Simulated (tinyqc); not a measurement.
# Kinetic Monte Carlo and master equation for a particle on a ring of sites with traps and bias, step by step

A worked calculation. Computed by tinyqc, a small Python program that keeps every step. Command: `OMP_NUM_THREADS=1 python tinyqc.py 3007135 3007136 out.jsonl kmc walk`. One thread of a shared host (Intel(R) Xeon(R) Processor @ 2.30GHz), about 0.06 s of CPU time with the checks. Intermediate numbers are printed to about 6 digits and carried at full precision; extremes and crossings named in words are read from the listed rows.

8 sites on a ring, numbered 1 to 8. The saddle between i and i+1 lies at E0 + s b_i and site i at s eps_i; a force F tilts the landscape, with the saddle half-way.

Inputs (values chosen for the exercise, for a model defect):
```
quantity,value,unit
reference barrier E0,0.8,eV
scale factor s of the disorder,1,-
attempt frequency nu,1.4,THz
temperature T,710,K
site spacing a,4,angstrom
force F along the ring,0.041,eV/angstrom
seed of the random numbers,498223,-
```

Disorder: both.

site energies eps_i (eV): [-0.052, 0, -0.07, 0, 0, 0, -0.12, -0.068]

saddle shifts b_i between sites i and i+1 (eV): [-0.041, -0.055, 0.083, -0.05, -0.045, -0.065, -0.043, 0.0065]

Constants: k_B = 8.617333262e-05 eV/K.

## Rate table

Rates: k(i to i+1) = nu exp(-(E0 + s b_i - s eps_i - F a/2)/(k_B T)), k(i to i-1) = nu exp(-(E0 + s b_(i-1) - s eps_i + F a/2)/(k_B T)). Share right = k right/(k right + k left); mean stay = 1/(k right + k left).

Rates, shares of right hops and mean stays:
```
site,k right (1/s),k left (1/s),share right,mean stay (s)
1,9.36446e+06,2.95254e+05,0.969434,1.03523e-07
2,2.75403e+07,1.50133e+06,0.948304,3.44333e-08
3,9.19447e+05,6.01134e+05,0.604668,6.57643e-07
4,2.53792e+07,1.97828e+05,0.992265,3.90976e-08
5,2.33876e+07,1.73924e+06,0.930782,3.97980e-08
6,3.24304e+07,1.60276e+06,0.952906,2.93831e-08
7,3.18417e+06,3.12637e+05,0.910594,2.85975e-07
8,3.31697e+06,5.10492e+05,0.866624,2.61270e-07
```

The particle stays longest on site 3, 22.4 times as long as on the quickest site.

## Twelve steps of the residence-time algorithm

Random numbers:
```
step,r1,r2
1,0.4636,0.6309
2,0.2710,0.6564
3,0.4715,0.2842
4,0.2114,0.6944
5,0.0072,0.1191
6,0.4682,0.2067
7,0.3831,0.6760
8,0.6245,0.2463
9,0.9217,0.6377
10,0.5388,0.9890
11,0.1668,0.6752
12,0.7419,0.8762
```

Start on site 1 at t = 0. Hop right if r1 is below the share right, else left; advance the clock by -ln(r2) times the mean stay.

Trajectory:
```
step,site,hop,wait (s),clock (s),net hops
1,1,right,4.76834e-08,4.76834e-08,1
2,2,right,1.44959e-08,6.21793e-08,2
3,3,right,8.27366e-07,8.89545e-07,3
4,4,right,1.42592e-08,9.03804e-07,4
5,5,right,8.46819e-08,9.88486e-07,5
6,6,right,4.63221e-08,1.03481e-06,6
7,7,right,1.11977e-07,1.14679e-06,7
8,8,right,3.66092e-07,1.51288e-06,8
9,1,right,4.65736e-08,1.55945e-06,9
10,2,right,3.80865e-10,1.55983e-06,10
11,3,right,2.58287e-07,1.81812e-06,11
12,4,right,5.16718e-09,1.82329e-06,12
```

## Steady state

Master equation dP/dt = W P, W_(i+1,i) = k right, W_(i-1,i) = k left, columns summing to zero. The steady state is its null vector; drift v = a sum P_i (k right - k left). D = a^2 lambda''(0)/2, where lambda(q) is the leading eigenvalue of W with right hops weighted by exp(q) and left hops by exp(-q). The slowest relaxation rate is minus the real part of the next eigenvalue of W. 1 angstrom = 1e-8 cm.

occupations P_i: [0.056219, 0.029088, 0.529502, 0.020516, 0.021779, 0.016581, 0.175759, 0.150556]

drift velocity v = 0.154493 cm/s

diffusivity D = 8.96687e-09 cm^2/s

slowest relaxation rate = 3.36583e+06 1/s

The Boltzmann occupations exp(-s eps_i/(k_B T))/Z differ from these by at most 0.37: the current piles particles up in front of high saddles.

## Closed form at zero force

At zero force D0 = a^2 nu exp(-E0/(k_B T)) / [<exp(-s eps/(k_B T))> <exp(s b/(k_B T))>], with means over the ring; Einstein relation v = D0 F/(k_B T); 1 angstrom = 1e-8 cm.

zero-force diffusivity D0 = 1.99463e-09 cm^2/s

D0 over the value without disorder = 0.424851

Einstein drift = 0.133664 cm/s

F a/(k_B T) = 2.680; the true drift is 1.1558 times the Einstein value.

## Sampled drift against the exact one

400 independent walkers start on sites drawn with weights P_i (k right + k left), the steady shares of hops (random numbers not printed); the estimate is total displacement over total time, with its standard error from the spread between walkers.

Drift from sampling:
```
hops per walker,estimate (cm/s),standard error (cm/s),deviation in standard errors
10,0.160233,0.00483284,1.18780
30,0.160713,0.00294800,2.10984
100,0.154865,0.00150386,0.24768
300,0.155571,0.00089763,1.20063
1000,0.154524,0.00049115,0.06437
3000,0.154772,0.00027060,1.03027
```

The exact drift is 0.1545 cm/s. The standard error falls by a factor 3.06 from 100 to 1000 hops (sqrt10 = 3.16), and in the last row it is 0.18 % of the drift.

Checks made by the program: closed form against the master equation at zero force (relative difference 6e-06).
